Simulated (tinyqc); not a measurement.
MOSFET in saturation, small-signal circuit and noise: two steps of the calculation.

Bias by the inversion coefficient IC = I/Ispec (charge-based model with velocity saturation; weak inversion below 0.1, strong above 10). Common-source circuit: gm, gds, Cgs, Cgd and Cj at the inner nodes, Rg in series with the gate; quasi-static, no source or drain resistance, no gate-body capacitance, no substrate network, no induced gate noise, so fmax is an upper estimate.

Parameters, values chosen for the exercise:
- T = 300 K (temperature)
- L = 130 nm (gate length)
- W = 5 um (total gate width)
- Cox = 1.99 uF/cm^2 (gate capacitance)
- mu = 140 cm^2/(V s) (mobility)
- n = 1.31 (slope factor)
- Ls = 15 nm (velocity-saturation length)
- IC = 0.93 (inversion coefficient)
- gw = 0.08 (short-channel excess of the noise factor)
- Nt = 6.6e17 cm^-3 eV^-1 (oxide trap density)
- lt = 0.1 nm (tunnelling length into the oxide)
- ac = 0 V s/C (Coulomb scattering coefficient)
- f = 1 GHz (signal frequency)

Constants: q = 1.602176634e-19 C, kB = 1.380649e-23 J/K, Vt = kB T/q. Results are converted to the units shown.

Task 1. Current gain and unilateral power gain. |h21| = |Y21/Y11|; U = |Y21 - Y12|^2/(4 [Re Y11 Re Y22 - Re Y12 Re Y21]). Extrapolated at 20 dB a decade: f |h21| and f sqrt(U).

Y with Rg (mS):
```
                            1                            2
1  0.0000612444+0.0520983475i  -0.0000151417-0.0128805121i
2  0.3186871285-0.0132551638i   0.0117958527+0.0255395230i
```

Find: |h21|; U; f |h21|; f sqrt(U).

Result 1.

|h21| = 6.1223
U = 4577.0
f |h21| = 6.1223 GHz
f sqrt(U) = 67.654 GHz

Task 2. Noise at the gate. Channel noise Sid = 4 kB T gam n gm with gam = (1/2 + (2/3) qs)/(1 + qs) + gw lc IC, qs = [sqrt(1 + 4 IC) - 1]/2, lc = Ls/L (the last term an empirical rise with velocity saturation); at the gate, white noise Sw = Sid/gm^2 + 4 kB T Rg. Number fluctuation with correlated mobility: S(f) = K/f, K = q^2 Vt lt Nt/(W L Cox^2) (1 + ac mu Cox I/gm)^2, Vt in eV with Nt per eV. Corner fc = K/Sw. Full shot noise would be 2 q I.

I = 17.449392 uA
gm = 0.31870271 mS
Rg = 22.564103 ohm

Find: gam; Sid; Sid/(2 q I); sqrt(Sw); K; fc.

Result 2.

gam = 0.57018
Sid = 3.9440e-24 A^2/Hz
Sid/(2 q I) = 0.70537
sqrt(Sw) = 6.2613 nV/Hz^0.5
K = 1.7015e-10 V^2
fc = 4.3402 MHz

The gate resistance gives 0.95 % of the white noise power.

Program tinyqc, `OMP_NUM_THREADS=1 python tinyqc.py 2150146 2150147 out.jsonl`; Intel Xeon 2.30GHz, shared host, one thread, about 0.01 s.
